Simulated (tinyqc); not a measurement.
## Threshold-voltage variability of a planar MOSFET, analytic estimates: a gate of 2 grains

Three independent sources add in quadrature: random dopants in the depleted layer, metal-gate grains of two orientations, and roughness of the two gate edges acting through the roll-off VT = VT(long) - Vr exp(-L/l). These are first-order estimates: no three-dimensional electrostatics, no percolation.

Each of 2 equal grains has the higher work function with probability p; the threshold shift is dW (j/2 - p) for j such grains, and the off current changes by exp(-shift/(n Vt)).

Inputs (values chosen for the exercise); material values close to those of silicon: temperature T = 300 K; work-function difference of the two grain orientations dW = 0.2 eV; share of the orientation of higher work function p = 0.3; subthreshold factor n = 1.48.

Constants: q = 1.602176634e-19 C, kB = 1.380649e-23 J/K, Vt = kB T/q. Results are converted to the units shown.

Distribution:
```
j,probability,shift (mV),Ioff factor,probability x factor
0,0.4900,-60.0,4.798,2.351
1,0.4200,40.0,0.3515,0.1476
2,0.09000,140.0,0.02576,0.002318
```

What do the numbers show?

The standard deviation is dW sqrt(p (1 - p)/2) = 64.8 mV. The mean off current is 2.50 times the nominal one; the log-normal formula exp(s^2/(2 (n Vt)^2)) gives 4.20. Devices with j = 0, 49 % of all, carry 94 % of the mean leakage.

Program tinyqc, `OMP_NUM_THREADS=1 python tinyqc.py 2090038 2090039 out.jsonl`; Intel Xeon 2.30GHz, shared host, one thread, about 0.01 s.
